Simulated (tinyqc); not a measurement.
Avalanche multiplication and breakdown of a junction from ionisation integrals: one step, computed by the program tinyqc.

Ionisation coefficients follow the local field. Position x runs through the depletion layer from the p side (x = 0), where electrons enter, to the n side (x = w), where holes enter. The built-in voltage is neglected.

Question. Coefficients at the critical field. alpha_n = a_n exp(-(b_n/F)^c), alpha_p = a_p exp(-(b_p/F)^c).

Inputs (values chosen for the exercise, modelled on silicon):
```
quantity,value,unit
electron prefactor a_n,698000,1/cm
electron field b_n,1.25e+06,V/cm
hole prefactor a_p,1.64e+06,1/cm
hole field b_p,2.05e+06,V/cm
exponent c,1,-
```

Junction: linearly graded.

critical field F_m = 0.4402587 MV/cm

Give: alpha_n; alpha_p; ratio k = alpha_p/alpha_n; shorter ionisation length.

Answer.

alpha_n = 40812 1/cm

alpha_p = 15582 1/cm

ratio k = alpha_p/alpha_n = 0.38179

shorter ionisation length = 0.24503 micrometre

Electrons ionise more readily at the peak field.
